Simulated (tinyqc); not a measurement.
IGBT as a p-i-n diode in series with a MOS channel, on-state and switching loss: one step of the calculation.

High injection (n = p) in a drift layer from x = -W/2 (anode) to +W/2 (cathode side), recombination only in the layer with lifetime tau, ideal emitters. The channel feeds the cathode side and carries the whole current. Auger recombination, carrier-carrier scattering, emitter losses and the carrier dip under the p body are left out.

Task. Ambipolar length. b = mn/mp, B = (b - 1)/(b + 1), La = sqrt(2 Vt mn mp tau/(mn + mp)), y = W/(2 La).

Inputs (values chosen for the exercise); material values close to those of silicon: temperature T = 400 K; electron mobility mn = 743 cm^2/(V s); hole mobility mp = 255 cm^2/(V s); width of the drift layer W = 350 um; high-injection lifetime tau = 20 us.

Constants: q = 1.602176634e-19 C, kB = 1.380649e-23 J/K, Vt = kB T/q. Results are converted to the units shown.

Find: b; B; La; y.

Result.

b = 2.9137
B = 0.48898
La = 161.79 um
y = 1.0817

Program tinyqc, `OMP_NUM_THREADS=1 python tinyqc.py 2590131 2590132 out.jsonl`; Intel Xeon 2.30GHz, shared host, one thread, about 0.01 s.
